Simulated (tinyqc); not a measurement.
Interface traps from C-V curves, high-low and Terman methods: one step of the calculation.

MOS capacitor on an n-type substrate; psi is the band bending, negative in depletion; only majority carriers are counted. At the bending psi the Fermi level lies y = xi - psi below the conduction edge at the surface, xi = Vt ln(Nc/Nd). Dit(y) = D0 + D1 exp(-y/E1); traps fill up to the Fermi level, follow the bias and a slow signal, and do not follow a fast one. V is the gate voltage from flat band.

Problem. The curves. Cox = 3.9 eps0/EOT, LD = sqrt(eps0 eps_r Vt/(q Nd)), u = psi/Vt, Cd = (eps0 eps_r/(sqrt(2) LD)) |exp(u) - 1|/sqrt(exp(u) - u - 1). Ideal V0 = psi - sqrt(2) (eps0 eps_r Vt/LD) sqrt(exp(u) - u - 1)/Cox for psi < 0; the traps add dV = (q/Cox) times the integral of Dit from 0 to psi = (q/Cox) [D0 psi + D1 E1 exp(-xi/E1) (exp(psi/E1) - 1)]. 1/C_HF = 1/Cox + 1/Cd, 1/C_LF = 1/Cox + 1/(Cd + q Dit). Take n equally spaced psi from pa to pb.

Parameters, values chosen for the exercise; band and dielectric values close to those of 4H silicon carbide: temperature T = 300 K; relative permittivity eps_r = 9.64; conduction-band density of states at T Nc = 1.71e19 cm^-3; donor density Nd = 4.1e15 cm^-3; equivalent oxide thickness EOT = 2.2 nm; trap density far from the band edge D0 = 1.7e11 cm^-2 eV^-1; band-tail density at the conduction edge D1 = 5.1e12 cm^-2 eV^-1; decay energy of the tail E1 = 0.06 eV; points n = 7; deepest band bending pa = -0.9 V; shallowest band bending pb = -0.039 V.

Constants: q = 1.602176634e-19 C, kB = 1.380649e-23 J/K, Vt = kB T/q, eps0 = 8.8541878128e-14 F/cm where lengths are in cm. Results are converted to the units shown.

Give: psi; y; Dit; V0; V; C_HF; C_LF; Cox.

Solution.

```
point   psi (V)  y (eV)  Dit (cm^-2 eV^-1)    V0 (V)     V (V)  C_HF (nF/cm^2)  C_LF (nF/cm^2)
0      -0.90000  1.1155          1.7000e11  -0.91995  -0.93643          17.706          43.883
1      -0.75650  0.9720          1.7000e11  -0.77474  -0.78872          19.347          45.469
2      -0.61300  0.8285          1.7001e11  -0.62935  -0.64085          21.551          47.600
3      -0.46950  0.6850          1.7006e11  -0.48371  -0.49272          24.741          50.692
4      -0.32600  0.5415          1.7061e11  -0.33769  -0.34420          29.978          55.837
5      -0.18250  0.3980          1.7671e11  -0.19094  -0.19493          41.157          67.540
6      -0.03900  0.2545          2.4336e11  -0.04193  -0.04302          89.517          123.39
```

Cox = 1569.6 nF/cm^2

At the deepest bending the traps stretch the gate voltage from -0.920 to -0.936 V.

Range of the model: Traps more than about 25 kB T below the conduction edge emit electrons too slowly to follow an ordinary sweep, so the deepest points are idealised.

Computed by the program tinyqc: `OMP_NUM_THREADS=1 python tinyqc.py 2030062 2030063 out.jsonl`, one thread of a shared Intel Xeon 2.30GHz, about 0.01 s for the whole run.
